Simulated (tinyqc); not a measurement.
# Hall effect and magnetoresistance of several carrier groups with constant relaxation times, step by step

A worked calculation. Computed by tinyqc, a small Python program that keeps every step. Command: `OMP_NUM_THREADS=1 python tinyqc.py 3004180 3004181 out.jsonl hall2 walk`. One thread of a shared host (Intel(R) Xeon(R) Processor @ 2.30GHz), about 0.01 s of CPU time with the checks. Intermediate numbers are printed to about 6 digits and carried at full precision; extremes and crossings named in words are read from the listed rows.

Group 1 has charge -e and group 2 charge +e; s_i is that sign. B lies along z; mu B is formed with mu in m^2/(V s).

Inputs (values chosen for the exercise, for a model conductor):

| quantity | value | unit |
|---|---|---|
| density n1 | 7.9e+12 | 1/cm^2 |
| mobility mu1 | 67000 | cm^2/(V s) |
| density n2 | 7.9e+12 | 1/cm^2 |
| mobility mu2 | 8300 | cm^2/(V s) |
| magnetic field B | 1.3 | T |

Carriers: compensated semimetal. Densities: per area (a thin layer).

Constants: e = 1.602176634e-19 C.

## Conductivity of each group

sigma_xx = sum n_i e mu_i/(1 + mu_i^2 B^2); sigma_xy = sum s_i n_i e mu_i^2 B/(1 + mu_i^2 B^2).

Parts (S):

| group | mu B | sigma_xx | sigma_xy |
|---|---|---|---|
| group 1 | 8.71 | 0.00110329 | -0.00960964 |
| group 2 | 1.079 | 0.00485411 | 0.00523759 |

sigma_xx = 0.00595740 S

sigma_xy = -0.00437205 S

sigma at B = 0 = 0.0953087 S

## Resistivity, Hall coefficient and magnetoresistance

rho_xx = sigma_xx/(sigma_xx^2 + sigma_xy^2); Hall coefficient R_H = sigma_xy/(B (sigma_xx^2 + sigma_xy^2)), with B in V s/cm^2 (1 T = 1e-4 V s/cm^2); magnetoresistance MR = rho_xx(B)/rho_xx(0) - 1. Apparent density 1/(e |R_H|); Hall mobility |R_H|/rho_xx.

rho_xx = 109.099 ohm

Hall coefficient R_H = -615894 cm^2/C

magnetoresistance MR = 939.809 %

apparent density = 1.01341e+13 1/cm^2

Hall mobility = 5645.27 cm^2/(V s)

A one-carrier reading would report electrons of density 1.01e13, against n1 = 7.9e12 and n2 = 7.9e12.

## Limits of weak and strong field

Weak field: R_H(0) = sum s_i n_i mu_i^2/(e (sum n_i mu_i)^2); MR = c B^2 with c = n1 n2 mu1 mu2 (s1 mu1 - s2 mu2)^2/(n1 mu1 + n2 mu2)^2. With n1 = n2 and opposite charges R_H stays at R_H(0) and MR = mu1 mu2 B^2 at every field.

R_H at weak field = -615894 cm^2/C

coefficient c = 5.561 1/T^2

Caution: mu B is well above 1, where Landau quantisation, left out here, shows at low temperature.

## Field dependence

rho_xx = sigma_xx/(sigma_xx^2 + sigma_xy^2); Hall coefficient R_H = sigma_xy/(B (sigma_xx^2 + sigma_xy^2)), with B in V s/cm^2 (1 T = 1e-4 V s/cm^2); magnetoresistance MR = rho_xx(B)/rho_xx(0) - 1.

Against the field:

| B (T) | mu1 B | rho_xx (ohm) | R_H (cm^2/C) | MR (%) |
|---|---|---|---|---|
| 0.0075 | 5.02500e-02 | 1.04955e+01 | -615894 | 3.12806e-02 |
| 0.022 | 1.47400e-01 | 1.05205e+01 | -615894 | 2.69152e-01 |
| 0.06 | 4.02000e-01 | 1.07023e+01 | -615894 | 2.00196e+00 |
| 0.15 | 1.00500e+00 | 1.18050e+01 | -615894 | 1.25122e+01 |
| 0.37 | 2.47900e+00 | 1.84800e+01 | -615894 | 7.61301e+01 |
| 0.9 | 6.03000e+00 | 5.77535e+01 | -615894 | 4.50441e+02 |
| 2.2 | 1.47400e+01 | 2.92893e+02 | -615894 | 2.69152e+03 |
| 6 | 4.02000e+01 | 2.11099e+03 | -615894 | 2.00196e+04 |
| 18 | 1.20600e+02 | 1.89150e+04 | -615894 | 1.80176e+05 |

MR starts as B^2.00 and ends as B^2.00: with equal densities of opposite charge no Hall field can balance both groups, so it never saturates. One group alone would show no magnetoresistance in this model. The rows with mu1 B well above 1 show the semiclassical limit; Landau quantisation is left out.

Checks made by the program: weak-field formulas against the tensor at mu1 B = 1e-3 (relative difference 1e-09).
